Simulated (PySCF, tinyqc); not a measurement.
Ways to converge the cycle: SCF convergence aids in the 3-21g basis, for H2, spin multiplicity 1. Computed by the program tinyqc with PySCF. 

Geometry (angstrom):
```
atom,x,y,z
H,0.0000,0.0000,0.0000
H,0.0000,0.0000,1.2280
```

lowest restricted solution found by these runs and by PySCF = -1.046143 hartree

RHF with one setting changed at a time; a run stops when the energy changes by less than 1e-09 hartree and the error matrix is below 1e-5. The start is random orbitals. Damping d keeps d of the old density; a shift (hartree) raises the virtual levels; DIIS n extrapolates F over n matrices.

Largest element of the error matrix X^T (FDS - SDF) X:
```
iteration,plain,damping 0.3,damping 0.6,shift 0.4,DIIS 3,DIIS 8
1,4.8e-01,4.8e-01,4.8e-01,4.8e-01,4.8e-01,4.8e-01
2,1.8e-01,2.8e-01,3.7e-01,3.5e-01,1.8e-01,1.8e-01
3,4.1e-02,1.4e-01,2.8e-01,2.3e-01,1.3e-02,1.3e-02
4,9.3e-03,6.4e-02,2.0e-01,1.2e-01,1.7e-03,1.7e-03
5,2.1e-03,2.9e-02,1.4e-01,6.1e-02,1.3e-04,1.2e-04
6,4.9e-04,1.3e-02,9.8e-02,3.0e-02,1.1e-05,4.8e-07
8,2.6e-05,2.8e-03,4.7e-02,7.3e-03,-,-
10,-,5.8e-04,2.2e-02,1.7e-03,-,-
14,-,2.6e-05,4.9e-03,9.6e-05,-,-
20,-,2.5e-07,5.3e-04,-,-,-
30,-,-,1.3e-05,-,-,-
```

How each run ends:
```
run,iterations,E (hartree),state
plain,9,-1.046143,lowest found
damping 0.3,20,-1.046143,lowest found
damping 0.6,41,-1.046143,lowest found
shift 0.4,18,-1.046143,lowest found
DIIS 3,7,-1.046143,lowest found
DIIS 8,7,-1.046143,lowest found
```

6 of 6 runs reach the lowest restricted solution found, in 7 to 41 iterations (fastest: DIIS 3, DIIS 8). Plain steps already contract here, so damping only slows them. DIIS 3 and DIIS 8 gain by cancelling the error over several earlier matrices, much as a quasi-Newton step does. The restricted reference is unstable here: a spin-polarised solution lies 0.0006 hartree lower (PySCF), so results built on it describe a poor reference.
